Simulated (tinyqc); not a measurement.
Equilibrium crystal shape, supported particles, Gibbs-Thomson effect and coarsening: one step, computed by the program tinyqc. Command: `OMP_NUM_THREADS=1 python tinyqc.py 3015329 3015330 out.jsonl wulff walk`. One thread of a shared host (Intel(R) Xeon(R) Processor @ 2.30GHz), about 0.04 s of CPU time with the checks.

A cubic crystal bounded by {100}, {110} and {111} facets only.

Question. The particle on a substrate. Winterbottom: the particle sits on its largest facet family, {110}, with energy gamma_f; the substrate plane cuts the shape at the distance lambda (gamma_f - W_a) below the centre. Height over that of the free particle at the same lambda = (2 gamma_f - W_a)/(2 gamma_f). An isotropic particle with gamma_mean has cos(theta) = W_a/gamma_mean - 1 (Young-Dupre); a film dewets into particles whenever W_a < 2 gamma.

Inputs (values chosen for the exercise, for a model metal): work of adhesion W_a = 0.64 J/m^2.

gamma (J/m^2): (100) 1.292205, (110) 0.961817, (111) 1.177981

gamma_mean = 0.9641605 J/m^2

Give: relative height; contact angle theta.

Answer.

relative height = 0.6673

contact angle theta = 109.6 degrees

W_a is below gamma_f: more than half of the shape shows.
